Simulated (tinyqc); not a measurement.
Scaling with the misfit: strain-driven roughening and islands of a mismatched epitaxial film. Computed by tinyqc, a small Python program. Command: `OMP_NUM_THREADS=1 python tinyqc.py 3014049 3014050 out.jsonl island walk`. One thread of a shared host (Intel(R) Xeon(R) Processor @ 2.30GHz), about 0.01 s of CPU time with the checks.

Film and substrate share isotropic elastic constants; the film is coherent and biaxially strained.

Inputs (values chosen for the exercise, modelled on GaN on AlN):
```
quantity                                     value       unit
misfit |f|                                  0.0233          -
shear modulus G                                118        GPa
Poisson ratio nu                              0.21          -
surface energy gamma                          1.75      J/m^2
contact angle of the shallow shape theta_1    12.2    degrees
contact angle of the steep shape theta_2      25.7    degrees
facet energy of shape 1 over gamma          0.9975          -
facet energy of shape 2 over gamma           1.017          -
surface mobility D_s nu_s Omega^2/(k_B T)    1e-34  m^6/(J s)
```

Transport: surface diffusion.

Constants: e = 1.602176634e-19 C.

Method:
- M = 2 G (1 + nu)/(1 - nu); stress = M f; energy density w = M f^2.
- A ripple A cos(k x) has the surface chemical potential per volume [gamma k^2 - 2 (1 + nu) w k] A cos(k x), so k_c = 2 (1 + nu) w/gamma. With surface diffusion the amplitude grows at the rate q = B k^2 [2 (1 + nu) w k - gamma k^2], fastest at k_m = (3/4) k_c. B is the surface mobility.
- Shallow faceted island (Tersoff form): E = 4 Gam V^(2/3) tan^(1/3)(theta) - 6 c V tan(theta), Gam = gamma [x/sin(theta) - 1/tan(theta)], x the facet energy over gamma, c = stress^2 (1 - nu)/(2 pi G).
- The barrier is the maximum of E, at V_c = [4 Gam/(9 c)]^3 / tan^2(theta) (1 GPa nm = 1 J/m^2).
- V_c = [4 Gam/(9 c)]^3/tan^2(theta), barrier = (4/3) Gam V_c^(2/3) tan^(1/3)(theta); the growth time is 1/q at k_m.

fastest wavelength = 30.8716 nm

growth time 1/q at k_m = 9.99080 s

critical volume, shape 1 = 20.0114 nm^3

barrier, shape 1 = 6.12318 eV

Misfit scaled at fixed constants:
```
|f| (%)  fastest wavelength (nm)  growth time (s)  V_c of shape 1 (nm^3)  barrier of shape 1 (eV)
0.5825                    493.95       6.5476e+05             8.1967e+04               1.5675e+03
0.8155                    252.01       4.4367e+04             1.0886e+04               4.0804e+02
1.1650                    123.49       2.5576e+03             1.2807e+03               9.7971e+01
1.6310                     63.00       1.7331e+02             1.7009e+02               2.5503e+01
2.3300                     30.87       9.9908e+00             2.0011e+01               6.1232e+00
3.2620                     15.75       6.7698e-01             2.6577e+00               1.5939e+00
```

What does the comparison show, and why?

Halving the misfit stretches the wavelength 4 times, the barrier 16 times, the volume 64 times and the time 256 times: f^(-2), f^(-4), f^(-6), f^(-8). Over these rows the time spans 6.0 decades: strongly mismatched films tend to roughen first, while dilute alloys have time to stay flat. Rows with wavelengths under 10 nm or volumes under 5 nm^3 are beyond the continuum picture.

Extremes, crossings and ranges named in words are read from the listed rows.
